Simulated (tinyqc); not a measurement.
Hydrogen passivation and dissociation of interface defects with a spread of activation energies: one step, computed by the program tinyqc.

Active defects P react as P + H2 -> HP + H and HP -> P + H; released atomic hydrogen is removed. All defects start active. Activation energies are normally distributed, independently for the two reactions.

Problem. Sites at the mean energies. a = k_f0 [H2] exp(-E_f/k_B T), b = k_d0 exp(-E_d/k_B T); the active share of one kind of site is b/(a + b) + (a/(a + b)) exp(-(a + b) t).

Inputs (values chosen for the exercise, for a model interface): mean passivation energy E_f = 1.65 eV; prefactor k_f0 = 1.2e-08 cm^3/s; mean dissociation energy E_d = 2.65 eV; prefactor k_d0 = 1.2e+13 1/s; dissolved hydrogen [H2] = 2.1e+18 cm^-3; anneal temperature T = 880 K; anneal time t = 3000 s.

Ambient: hydrogen.

Constants: k_B = 8.617333262e-05 eV/K.

Give: passivation rate a; dissociation rate b; active share, single energy; steady active share, single energy.

Solution.

passivation rate a = 8.9499 1/s

dissociation rate b = 0.0079905 1/s

active share, single energy = 8.9202e-04

steady active share, single energy = 8.9202e-04
